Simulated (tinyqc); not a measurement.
Classical Heisenberg spin chain: exact results, Metropolis, heat-bath and over-relaxation steps, and a Monte Carlo run. From chi back to temperature T. Computed by tinyqc, a small Python program. Command: `OMP_NUM_THREADS=1 python tinyqc.py 3130407 3130408 out.jsonl heismc inv`. One thread of a shared host (Intel(R) Xeon(R) Processor @ 2.30GHz), about 0.01 s of CPU time with the checks.

E = -J sum_i s_i . s_(i+1) for unit vectors s_i on an open chain; K = J/(k_B T).

Inputs (values chosen for the exercise, for a model chain of large moments): coupling J = 8.4 meV; moment mu = 3.1 mu_B.

Constants: k_B = 8.617333262e-05 eV/K; mu_B = 5.7883818060e-05 eV/T.

Method. Each bond angle is independent, so u = <s_i . s_(i+1)> = coth K - 1/K, <s_i . s_(i+n)> = u^n, correlation length xi = -1/ln|u|, energy per bond -J u, heat capacity per bond c/k_B = 1 - K^2/sinh^2 K, and for the long chain chi = mu^2 (1 + u)/(3 k_B T (1 - u)) per spin.

Task: A run gave the result below. Find the temperature T, known to lie between 130 and 190 K.

chi = 0.02255948 mu_B/T per spin

Result:

Each step takes the trial c = (a f_b - b f_a)/(f_b - f_a), f being the result less the target and a, b, c the logarithms of the listed values; c replaces end b, the old b replaces a if the sign of f changed, and otherwise f_a is halved.

Scan of the range:
```
temperature T (K)  chi (mu_B/T per spin)
130                            0.0270657
138                            0.0248009
148                            0.0224294
157                            0.0206364
167                            0.0189404
178                            0.0173593
190                            0.0159012
```

False position (Illinois rule, in the logarithm of the input) inside the bracket:
```
step    end a    end b    trial  chi (mu_B/T per spin)
1     138.000  148.000  147.433              0.0225523
2     138.000  147.433  147.371              0.0225659
3     147.433  147.371  147.400              0.0225595
4     147.371  147.400  147.400              0.0225595
```

chi falls at every point of a 13-point scan of the range (every second point is shown), so one value fits; it is bracketed by 138 and 148. Answer: temperature T = 147.4 K.
